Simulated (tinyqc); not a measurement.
Deformation potential from the mobility gain.

Inverse problem. Tension X along [100] raises the x valleys by D = Xu (s11 - s12) X against the y and z valleys. Their share is f = w/(w + 2), w = exp(-D/Vt), and for current along [100] mu/mu0 = [f/ml + (1 - f)/mt]/[(1/ml + 2/mt)/3]. Find f, D and Xu.

Values chosen for this exercise; values close to those of silicon:
- T = 400 K (temperature)
- s11 = 7.72 1/TPa (compliance)
- s12 = -2.12 1/TPa (compliance)
- ml = 0.925 m0 (longitudinal mass)
- mt = 0.185 m0 (transverse mass)

Constants: q = 1.602176634e-19 C, kB = 1.380649e-23 J/K, Vt = kB T/q. Results are converted to the units shown.

mu/mu0 = 1.25068110
X = 580 MPa

Solution. The gain is linear in f; w = 2 f/(1 - f).

f = 0.1035
D = 50.51 meV
Xu = 8.850 eV

Numbers from tinyqc (`OMP_NUM_THREADS=1 python tinyqc.py 2530045 2530046 out.jsonl`; about 0.01 s on one thread of a shared Intel Xeon 2.30GHz).
